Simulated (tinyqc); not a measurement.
Edge bands of a zigzag ribbon: Kane-Mele model of a buckled honeycomb layer in a normal field.

Sublattices A and B lie at +/-b, so the field gives them the energies +/-D, D = e b Ez (in eV for b in angstrom and Ez in V/angstrom); 2 lam is the gap at zero field. Near the valleys tau = +/-1, for spin sz = +/-1: H = hbar v (tau qx sx + qy sy) + m sz_AB with m = D - tau sz lam, hbar v = (sqrt3/2) a t. On the lattice the spin-orbit term is the second-neighbour hopping i (lam/3 sqrt3) nu sz, nu = +/-1 by the sense of the turn. The filled band of one cone contributes tau sign(m)/2 to the Chern number, in the sense Omega = curl of i<u|grad u>. Rashba terms are left out.

Zigzag ribbon of N chains, sites A1, B1, A2, ...; k in 1/a. Bonds -2t cos(k/2) (A_n to B_n) and -t (B_n to A_(n+1)); diagonal +/-(D + 2 l2 sz sin k) on A and B; A_n to A_(n+1): -2 l2 sz sin(k/2), B_n to B_(n+1): the opposite; l2 = lam/(3 sqrt3).

Inputs chosen for the exercise: a = 2.99 angstrom (lattice constant); t = 1.01 eV (hopping); lam = 0.17 eV (spin-orbit half gap); b = 0.28 angstrom (half the buckling height); Ez = 1.4 V/angstrom (normal field at the atoms, after screening; 0.01 is 1 MV/cm, and gates reach some 0.05); N = 24 (chains).

The two middle levels for each spin, and the weight of the upper one on the half of the ribbon that holds A1.

Middle levels (meV):
```
k/pi  up, lower  up, upper  up, weight  down, lower  down, upper  down, weight
0.6    -596.833    596.833        0.68     -308.892      308.892          0.59
0.7    -547.198    547.198        0.98     -233.313      233.313          0.90
0.8    -503.573    503.573        1.00     -274.542      274.542          1.00
0.9    -448.998    448.998        1.00     -328.660      328.660          1.00
1.0    -388.750    388.750        1.00     -388.750      388.750          1.00
1.1    -328.660    328.660        1.00     -448.998      448.998          1.00
1.2    -274.542    274.542        1.00     -503.573      503.573          1.00
1.3    -233.313    233.313        0.90     -547.198      547.198          0.98
1.4    -308.892    308.892        0.59     -596.833      596.833          0.68
```

How do the results move, and what explains it?

From k/pi = 0.8 to 1.2 the upper level stays on one edge and the spacing of the pair is at least 549.08 meV. D > lam, so the edge bands need not cross: each leaves and rejoins the same bulk band. At k = pi the levels are -388.750 and 388.750 meV, with D = 392.000 meV and lam = 170 meV.

(tinyqc, `OMP_NUM_THREADS=1 python tinyqc.py 1482277 1482278 out.jsonl`, Intel(R) Xeon(R) Processor @ 2.30GHz, 1 thread, shared host, about 0.02 s.)
